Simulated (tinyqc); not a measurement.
Epitaxial growth on a vicinal surface: Burton-Cabrera-Frank step flow, step-edge barrier and island nucleation: one step, computed by the program tinyqc.

Adatoms land at rate F, hop on a square grid (a simplification for hexagonal faces), desorb, or join steps. Lengths are in units of a and n is the adatom coverage. Steps ascend at x = 0 and descend at x = l.

Question. Terrace solution. D n'' - n/tau + F = 0 with n(0) = n_eq and -l_s n'(l) = n(l) - n_eq. With u = n - F tau, A = n_eq - F tau, y = l/x_s, s = l_s/x_s: u = A cosh(x/x_s) + B sinh(x/x_s), B = A (1 - cosh y - s sinh y)/(sinh y + s cosh y). Flux into the ascending step J+ = D B/x_s, over the descending one J- = -(D/x_s)(A sinh y + B cosh y); step velocity J+ + J-; growth rate (J+ + J-)/l. For small y: J+ + J- = (F - n_eq/tau) l, J-/J+ = l/(l + 2 l_s). The coverage peaks where n' = 0, tanh(x/x_s) = -B/A.

Inputs (values chosen for the exercise, close to those used for 4H-SiC(0001)): deposition rate F = 0.032 layers/s; temperature T = 1570 C.

D = 8.201524e+07 a^2/s

lifetime tau = 0.01046162 s

diffusion length x_s = 926.2896 a

equilibrium coverage n_eq = 7.432989e-05

terrace width l = 23.42966 a

Schwoebel length l_s = 0.4590149 a

Give: J+; J-; growth rate; peak coverage; position of the peak.

Answer.

J+ = 0.2972 atoms per step site and s

J- = 0.2860 atoms per step site and s

growth rate = 0.02489 layers/s

peak coverage = 7.435e-05

position of the peak = 11.94 a
